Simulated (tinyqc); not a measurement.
Ratio and sensitivities against delay: time-domain thermoreflectance: layered heat flow under a modulated pulse train, and what the signal ratio measures. Computed by tinyqc, a small Python program. Command: `OMP_NUM_THREADS=1 python tinyqc.py 3110418 3110419 out.jsonl tdtr walk`. One thread of a shared host (Intel(R) Xeon(R) Processor @ 2.30GHz), about 0.2 s of CPU time with the checks.

Pulses repeat at 80 MHz; heat is laid down at the surface, all layers are isotropic, and the film is in perfect contact with the substrate.

Inputs (values chosen for the exercise, modelled on aluminium on silicon): metal thickness d = 75 nm; metal conductivity = 160 W/(m K); metal heat capacity = 2.42 MJ/(m^3 K); boundary conductance G under the metal = 290 MW/(m^2 K); film thickness = 130 nm; film conductivity = 12 W/(m K); film heat capacity = 2 MJ/(m^3 K); substrate conductivity kappa = 131 W/(m K); substrate heat capacity C = 1.63 MJ/(m^3 K); modulation frequency f = 1 MHz; spot radius w (1/e^2, pump and probe) = 6.2 micrometre.

Stack: metal, film, substrate.

Method:
- For radial wave number k and angular frequency W each layer has u = sqrt(4 pi^2 k^2 + i W C/kappa) and gamma = kappa u. Surface impedance from below: Z = 1/gamma for the substrate; a layer of thickness L maps Z to (Z + tanh(u L)/gamma)/(1 + gamma Z tanh(u L)); a boundary adds 1/G.
- Response per absorbed watt H(W) = 2 pi int_0^(2/w) Z(k, W) exp(-pi^2 k^2 w^2) k dk by 20 Gauss-Legendre points.
- Signal: X + iY = sum_(m = -M..M) H(2 pi (f + m f_r)) exp(i 2 pi m f_r t) exp(-pi (m/M)^2 x 4), f_r = 80 MHz, M = 4000, with H(-W) the complex conjugate of H(W); V_in = X, V_out = Y, ratio = -V_in/V_out.
- Sensitivity S = ln(ratio'/ratio)/ln(1.01) for a rise of one input by 1 %.

Ratio and sensitivities:
```
t (ps)   ratio  S to kappa    S to G    S to d     S to C    S to w  S to film conductivity
100     7.4086     0.79377  -0.04027  -0.69090   0.027056  -0.83527                 0.01414
200     6.9098     0.78375  -0.07015  -0.61986   0.021921  -0.82778                -0.00524
400     6.2129     0.76741  -0.09764  -0.51259   0.013554  -0.81539                -0.04028
800     5.3431     0.74218  -0.11147  -0.37393   0.000457  -0.79614                -0.09447
1500    4.4606     0.70719  -0.10862  -0.23306  -0.019101  -0.77116                -0.16524
2500    3.6950     0.66144  -0.10229  -0.11007  -0.048530  -0.74432                -0.23804
4000    2.9789     0.59690  -0.09364   0.00272  -0.094281  -0.71352                -0.29426
```

What follows from these numbers?

The largest sensitivity in size at 100 ps is to w (-0.84). At 400 ps an error of 3 % in d passes on as 2 % in kappa.

Extremes, crossings and ranges named in words are read from the listed rows.
